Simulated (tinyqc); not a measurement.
Gupta-type many-body potential for a metal. Changing the hopping xi. Computed by tinyqc, a small Python program. Command: `OMP_NUM_THREADS=1 python tinyqc.py 3018175 3018176 out.jsonl gupta sweep`. One thread of a shared host (Intel(R) Xeon(R) Processor @ 2.30GHz), about 0.01 s of CPU time with the checks.

E_i = sum_j A exp(-p (r_ij/r0 - 1)) - xi rho_i^gamma, with rho_i = sum_j exp(-2 q (r_ij/r0 - 1)); gamma = 1/2 is the tight-binding second-moment form. The crystal is fcc unless stated; d is the neighbour distance and a fixed number of shells is kept.

Inputs (values chosen for the exercise, modelled on gold):
```
quantity,value,unit
repulsion A,0.199,eV
decay p,9.95,-
decay q,3.94,-
reference distance r0,2.884,angstrom
shells kept,5,-
embedding exponent gamma,0.5,-
```

Constants: 1 eV/angstrom^3 = 160.2176634 GPa.

Method:
- fcc shells: d sqrt(k), k = 1..5, with 12, 6, 24, 12, 24 atoms; Omega = d^3/sqrt2.
- Equilibrium: dE/dd = 0; B = d^2 E''(d)/(9 Omega).
- Repulsion and density of one neighbour in each shell, and their sums.
- Each neighbour j of the vacancy loses one repulsive term and one density term: E_v = sum_shells count x {-repulsion - xi [(rho - density)^gamma - rho^gamma]}. (The removed atom returns to a bulk-like site, so its own energy cancels.)

One run for each value:
```
hopping xi (eV),cohesive energy E_c (eV),neighbour distance d (angstrom),bulk modulus B (GPa),vacancy energy E_v (eV)
1.25,2.131,3.038,84.0,0.396
1.43,2.665,2.973,107.4,0.494
1.61,3.247,2.916,133.6,0.601
1.79,3.873,2.865,162.3,0.716
1.97,4.543,2.819,193.7,0.838
2.15,5.255,2.776,227.7,0.967
2.33,6.008,2.738,264.3,1.104
2.51,6.802,2.702,303.4,1.247
```

Over the rows, cohesive energy E_c (eV) rises from 2.13 to 6.80 (exponent d ln y / d ln x about 1.7 throughout); neighbour distance d (angstrom) falls from 3.04 to 2.70 (exponent d ln y / d ln x -0.16 between the first rows and -0.18 between the last); bulk modulus B (GPa) rises from 84.0 to 303 (exponent d ln y / d ln x about 1.8 throughout). With one shell E_c scales exactly as xi^(p/(p - 2 q gamma)), exponent 1.656: stronger attraction also shortens the bonds.
